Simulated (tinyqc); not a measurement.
# On-chip interconnect, size-dependent resistivity and RC delay: what changes with what

A rectangular line between two neighbours and two ground planes. Surface and grain-boundary scattering are added to the bulk resistivity as corrections; capacitances are parallel-plate values without fringing; inductance is ignored.

Values chosen for this exercise; metal values close to those of tungsten: bulk resistivity rho0 = 5.36 uohm cm; bulk mean free path lam = 15.3 nm; specular share of surface scattering ps = 0.1; reflection coefficient of grain boundaries Rg = 0.32; grain size over the metal width gr = 2; drawn line width wd = 110 nm; aspect ratio, height over width AR = 2.2; liner on both walls and the bottom, not conducting tl = 0.9 nm; space to the neighbouring lines sp = 160 nm; dielectric height to the planes above and below hd = 220 nm; relative permittivity of the dielectric ek = 3; Miller factor of the neighbours Mf = 1; driver resistance Rd = 560 ohm; load capacitance Cl = 0.091 fF; bulk resistivity of the second metal (close to molybdenum) rho2 = 5.38 uohm cm; mean free path of the second metal lam2 = 11.2 nm; liner of the second metal tl2 = 0.1 nm.

Constants: eps0 = 8.8541878128e-12 F/m. Results are converted to the units shown.

Each table varies one quantity; the others keep the values above.

## Delay against the line length

Metal width x = wd - 2 tl, height y = AR wd - tl; grain boundaries (Mayadas-Shatzkes): al = (lam/(gr x)) Rg/(1 - Rg), g = 1/[1 - 3 al/2 + 3 al^2 - 3 al^3 ln(1 + 1/al)] - 1; surfaces (Fuchs-Sondheimer, thick limit): s = (3/8) lam (1 - ps)(1/x + 1/y); rho = rho0 (1 + g + s); r = rho/(x y); c = eps0 ek (2 wd/hd + 2 Mf AR wd/sp). Elmore delay tE = Rd (c Lw + Cl) + r Lw (c Lw/2 + Cl); t50 is the time at which the far end of a ladder of 30 pi sections (half capacitances at both ends, Cl at the far end, a step applied through Rd) reaches half the step; line share r Lw/(Rd + r Lw); estimate 0.69 Rd (c Lw + Cl) + 0.38 r c Lw^2 + 0.69 r Lw Cl.

The same in every row: rho (uohm cm) = 5.995; r (ohm/um) = 2.298; c (fF/um) = 0.1069.

Delay against the line length:
```
Lw (um)	tE (ps)	t50 (ps)	estimate (ps)	line share of the resistance (%)
1	0.1112	0.07708	0.07671	0.4087
3	0.2323	0.1612	0.1604	1.216
7	0.4775	0.3318	0.3299	2.792
20	1.302	0.9077	0.9016	7.585
50	3.362	2.363	2.341	17.02
100	7.288	5.177	5.114	29.10
400	43.74	32.18	31.56	62.14
1000	183.0	137.2	134.9	80.41
3000	1286	972.4	964.7	92.49
```

What does the comparison show?

As Lw goes from 1 to 3000, r stays at 2.30 ohm/um, c stays at 0.107 fF/um and t50 rises from 0.0771 to 972 ps. t50/tE lies between 0.693 and 0.756, and the estimate is within 1.9 % of t50. The delay goes as Lw^(0.67) for the shortest lines and Lw^(1.78) for the longest; the line resistance equals Rd at 244 um.

## Two metals against line width

Metal width x = wd - 2 tl, height y = AR wd - tl; grain boundaries (Mayadas-Shatzkes): al = (lam/(gr x)) Rg/(1 - Rg), g = 1/[1 - 3 al/2 + 3 al^2 - 3 al^3 ln(1 + 1/al)] - 1; surfaces (Fuchs-Sondheimer, thick limit): s = (3/8) lam (1 - ps)(1/x + 1/y); rho = rho0 (1 + g + s); r = rho/(x y). The second metal has rho2, lam2 and tl2 in place of rho0, lam and tl; ps, Rg, gr and AR are shared.

Two metals against line width:
```
wd (nm)	rho, first (uohm cm)	rho, second (uohm cm)	r, first (ohm/um)	r, second (ohm/um)	ratio second/first
5	25.04	15.61	7747	2984	0.3852
6.5	19.01	13.21	3018	1476	0.4893
8	15.83	11.72	1528	858.8	0.5619
10	13.36	10.44	771.9	486.6	0.6304
13	11.27	9.271	363.4	254.1	0.6994
17	9.753	8.354	175.8	133.3	0.7583
22	8.688	7.678	90.54	72.92	0.8054
30	7.759	7.066	42.26	35.98	0.8513
45	6.936	6.505	16.37	14.68	0.8970
70	6.363	6.104	6.094	5.682	0.9324
120	5.941	5.803	1.911	1.835	0.9607
```

What does the comparison show?

The resistivity of the first metal falls from 25.0 to 5.94 uohm cm and that of the second goes from 15.6 to 5.80 uohm cm as the line widens. The products rho0 lam, which set the size effect, are 82.0 and 60.3 uohm cm nm. The second metal has the lower resistance in every row. For widths well under the mean free path the thick-limit surface term is only a guide.

Program tinyqc, `OMP_NUM_THREADS=1 python tinyqc.py 2100082 2100083 out.jsonl`; Intel Xeon 2.30GHz, shared host, one thread, about 0.01 s.
